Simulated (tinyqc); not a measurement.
MOSFET in the linear regime without short-channel effects, parameter extraction from computed curves: two steps of the calculation.

Inversion charge Q = Cox n Vt W0(exp((Vg - VT)/(n Vt))), W0 the Lambert function and n = nf; u = Q/Cox; mobility mu = mu0/(1 + th1 u + th2 u^2); channel resistance Rch = (L - dL)/(W mu Q); Id = Vd/(Rch + Rsd/W). Cox = eps0 eox/tox. Small Vd, no channel-length or drain effects.

Parameters, values chosen for the exercise; channel values of the order met in silicon transistors:

| symbol | value | unit | meaning |
|---|---|---|---|
| eox | 22 |  | relative permittivity of the gate insulator (close to hafnium oxide) |
| tox | 4.8 | nm | insulator thickness |
| mu0 | 210 | cm^2/(V s) | low-field mobility |
| th2 | 0 | 1/V^2 | second mobility attenuation factor |
| VT | 0.42 | V | threshold voltage |
| W | 0.5 | um | gate width |
| L | 1.5 | um | drawn gate length |
| dL | 0.004 | um | drawn less effective length |
| Vd | 0.05 | V | drain voltage |

Constants: eps0 = 8.8541878128e-14 F/cm where lengths are in cm. Results are converted to the units shown.

Question 1. Threshold and mobility at the peak transconductance. gm_i = (Id_(i+1) - Id_(i-1))/(Vg_(i+1) - Vg_(i-1)); at the point j of largest gm the tangent meets the axis at V_ext = Vg_j - Id_j/gm_j; field-effect mobility gm_j L/(W Cox Vd) with the drawn L.

```
point  Vg (V)       Id (uA)
0        0.12  2.0173569e-4
1        0.27   0.010249824
2        0.42    0.30248964
3        0.57     1.4534455
4        0.72     2.8449535
5        0.87     4.1521782
6        1.02     5.3221657
7        1.17     6.3581539
8        1.32     7.2751658
```

Find: gm; j; V_ext; field-effect mobility.

Answer 1.

gm, point 1 to 7 (uS): 1.008  4.811  8.475  8.996  8.257  7.353  6.510
j = 4
V_ext = 0.4037 V
field-effect mobility = 133.0 cm^2/(V s)

V_ext is 16 mV below the model VT, and the mobility so found is 37 % below mu0 L/(L - dL) = 211 cm^2/(V s), the value for the drawn L; attenuation, series resistance and the slow approach of Q to a straight line all lower the peak gm.

Question 2. The Y function. Y_i = Id_i/sqrt(gm_i). For Id = beta Vd x/(1 + th x), x = Vg - VT, Y = sqrt(beta Vd) x whatever th. Slope s from points 4 and 7; VT_Y = Vg - Y/s at point 7; beta = s^2/Vd; mobility beta L/(W Cox) with the drawn L; th* = (beta Vd x/Id - 1)/x at point 7.

```
point  Vg (V)       Id (uA)
0        0.12  2.0173569e-4
1        0.27   0.010249824
2        0.42    0.30248964
3        0.57     1.4534455
4        0.72     2.8449535
5        0.87     4.1521782
6        1.02     5.3221657
7        1.17     6.3581539
8        1.32     7.2751658
```

gm, point 1 to 7 (uS): 1.0076264  4.8106522  8.4748797  8.9957758  8.2573739  7.3532524  6.5100002

Find: Y; s; VT_Y; beta; mobility from Y; th*.

Answer 2.

Y, point 1 to 7 (uA^0.5 V^0.5): 0.010211  0.13791  0.49927  0.94854  1.4450  1.9627  2.4920
s = 3.4298 uA^0.5 V^-0.5
VT_Y = 0.44344 V
beta = 235.27 uA/V^2
mobility from Y = 173.93 cm^2/(V s)
th* = 0.47381 1/V

The mobility from Y is 17 % below mu0 L/(L - dL) = 211 cm^2/(V s), which it should reach in deep inversion when th2 = 0.

Numbers from tinyqc (`OMP_NUM_THREADS=1 python tinyqc.py 2210115 2210116 out.jsonl`; about 0.01 s on one thread of a shared Intel Xeon 2.30GHz).
